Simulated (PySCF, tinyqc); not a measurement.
FCI on RHF in the sto-3g basis, frozen core, for BeH+, spin multiplicity 1, step by step. The lowest restricted solution is unstable here: a spin-polarised one lies 0.0090 hartree lower (PySCF). One step of it, computed by the program tinyqc.

Question. FCI: determinants and Hamiltonian. Slater-Condon rules over spin orbitals, with the nuclear repulsion and the energy of the frozen orbital added and E(HF) subtracted on the diagonal. Only determinants linked to the reference directly or through others are kept (one block of an abelian symmetry group), so some states are absent.

one-electron integrals dressed by the frozen orbital, h + 2 (pq|11) - (p1|1q) (hartree), lower triangle:
```
           2          3          4          5          6
2  -1.093003
3   0.064776  -0.841930
4   0.000000   0.000000  -0.770590
5   0.000000   0.000000   0.000000  -0.770590
6  -0.017269   0.057041   0.000000   0.000000  -0.706741
```

energy of the frozen orbital, 2 h_11 + (11|11) = -14.01016882 hartree

Two-electron integrals over orbitals (pq|rs), unique and non-zero (hartree); the lowest 1 orbital is frozen and left out:
```
(22|22) 0.450470    (32|22) -0.064776   (32|32) 0.066414    (33|22) 0.328373
(33|32) 0.031213    (33|33) 0.421635    (42|42) 0.046128    (43|42) 0.035050
(43|43) 0.047865    (44|22) 0.347275    (44|32) 0.042891    (44|33) 0.379633
(44|44) 0.449859    (52|52) 0.046128    (53|52) 0.035050    (53|53) 0.047865
(54|54) 0.024249    (55|22) 0.347275    (55|32) 0.042891    (55|33) 0.379633
(55|44) 0.401360    (55|55) 0.449859    (62|22) 0.017269    (62|32) -0.056675
(62|33) -0.005854   (62|44) -0.069504   (62|55) -0.069504   (62|62) 0.116459
(63|22) -0.056858   (63|32) 0.062888    (63|33) 0.048889    (63|44) 0.038799
(63|55) 0.038799    (63|62) -0.061687   (63|63) 0.079786    (64|42) -0.024863
(64|43) -0.007063   (64|64) 0.021962    (65|52) -0.024863   (65|53) -0.007063
(65|65) 0.021962    (66|22) 0.457065    (66|32) -0.068926   (66|33) 0.356674
(66|44) 0.350548    (66|55) 0.350548    (66|62) 0.042507    (66|63) -0.059742
(66|66) 0.493145
```

nuclear repulsion = 1.14108293 hartree

Hartree-Fock energy = -14.60462098 hartree

Give: determinants; H - E(HF) between determinants.

Answer.

Occupation strings over the orbitals (2 doubly, a alpha, b beta, 0 empty; spin orbitals ordered 1a 1b 2a 2b ...): 220000 2ab000 2a000b 2ba000 2b000a 202000 20a00b 200200 200020 20b00a 200002

H - E(HF) between determinants (hartree), lower triangle:
```
         220000   2ab000   2a000b   2ba000   2b000a   202000   20a00b  200200
220000   0.0000
2ab000   0.0000   0.1290
2a000b   0.0000   0.0002   0.3929
2ba000   0.0000  -0.0664   0.0567   0.1290
2b000a   0.0000   0.0567  -0.1165   0.0002   0.3929
202000   0.0664   0.0960   0.0629  -0.0960  -0.0629   0.4733
20a00b  -0.0567   0.0629  -0.0041   0.0231   0.0617   0.1059   0.5435
200200   0.0461   0.0351  -0.0249  -0.0351   0.0249   0.0479  -0.0071  0.6442
200020   0.0461   0.0351  -0.0249  -0.0351   0.0249   0.0479  -0.0071  0.0242
20b00a   0.0567   0.0231   0.0617   0.0629  -0.0041  -0.1059  -0.0798  0.0071
200002   0.1165  -0.0617   0.0252   0.0617  -0.0252   0.0798  -0.0027  0.0220

        200020  20b00a  200002
200020  0.6442
20b00a  0.0071  0.5435
200002  0.0220  0.0027  0.8152
```
